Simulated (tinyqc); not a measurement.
Ballistic Schottky-barrier transistor with a one-dimensional channel, WKB contacts: one step of the calculation.

Source Fermi level 0, drain Fermi level -Vd. Far from the contacts Ec = pn - psi, and the gate moves psi one to one; the band edges relax as exp(-x/lam) from pn at the source and pn - Vd at the drain; Ev = Ec - Eg. A carrier of energy w inside the channel band meets at a contact a barrier of height D (the contact edge beyond the channel edge): T = 1 for w >= D, else exp(-S), S = 4 lam sqrt(m/C) [sqrt(D - w) - sqrt(w) arctan sqrt((D - w)/w)], C = hbar^2/(2 m0). The two contacts combine as Ts Td/(Ts + Td - Ts Td).

Question. Current of the electrons on a coarse grid. I = g (2 q^2/h) int T(w) [f(Es + w) - f(Ed + w)] dw, f(y) = 1/(1 + exp(y/Vt)). Electrons: Ds = psi, Dd = psi - Vd, Es = Ec, Ed = Ec + Vd. Holes: Ds = -psi, Dd = Vd - psi, Es = -Ev, Ed = -Ev - Vd. The size of each current is taken; both flow from drain to source and add. Simpson's rule on nE equally spaced w from 0 to wm.

Inputs (values chosen for the exercise); channel values close to those of a germanium nanowire: temperature T = 250 K; barrier for electrons at both contacts pn = 0.34 eV; electron mass mn = 0.12 m0; valleys or subbands g = 2; screening length at the contacts lam = 3 nm; drain bias Vd = 0.05 V; band shift psi of the channel by the gate ps = 0.35 V; upper end of the grid wm = 0.5 eV; points of the grid nE = 15.

Constants: q = 1.602176634e-19 C, kB = 1.380649e-23 J/K, hbar = 1.054571817e-34 J s, h = 6.62607015e-34 J s, m0 = 9.1093837015e-31 kg, Vt = kB T/q, hbar^2/(2 m0) = 0.0380998212 eV nm^2. Results are converted to the units shown.

Give: w; Ts; Td; T; size of the supply difference; current.

Answer.

| point | w (eV) | Ts | Td | T | size of the supply difference |
|---|---|---|---|---|---|
| 0 | 0.0000 | 3.375e-6 | 8.592e-6 | 2.423e-6 | 0.4789 |
| 1 | 0.0357 | 9.822e-4 | 0.002372 | 6.950e-4 | 0.2037 |
| 2 | 0.0714 | 0.006960 | 0.01588 | 0.004863 | 0.04897 |
| 3 | 0.1071 | 0.02646 | 0.05683 | 0.01839 | 0.009808 |
| 4 | 0.1429 | 0.07227 | 0.1454 | 0.05072 | 0.001887 |
| 5 | 0.1786 | 0.1586 | 0.2966 | 0.1153 | 3.603e-4 |
| 6 | 0.2143 | 0.2956 | 0.5089 | 0.2300 | 6.869e-5 |
| 7 | 0.2500 | 0.4821 | 0.7527 | 0.4162 | 1.309e-5 |
| 8 | 0.2857 | 0.6992 | 0.9596 | 0.6792 | 2.494e-6 |
| 9 | 0.3214 | 0.9037 | 1.000 | 0.9037 | 4.753e-7 |
| 10 | 0.3571 | 1.000 | 1.000 | 1.000 | 9.058e-8 |
| 11 | 0.3929 | 1.000 | 1.000 | 1.000 | 1.726e-8 |
| 12 | 0.4286 | 1.000 | 1.000 | 1.000 | 3.289e-9 |
| 13 | 0.4643 | 1.000 | 1.000 | 1.000 | 6.268e-10 |
| 14 | 0.5000 | 1.000 | 1.000 | 1.000 | 1.194e-10 |

current = 0.004024 uA

Range of the model: No scattering, image-force lowering, channel charge or band-to-band tunnelling; parabolic kappa overstates S deep in the gap.

Numbers from tinyqc (`OMP_NUM_THREADS=1 python tinyqc.py 2390067 2390068 out.jsonl`; about 0.03 s on one thread of a shared Intel Xeon 2.30GHz).
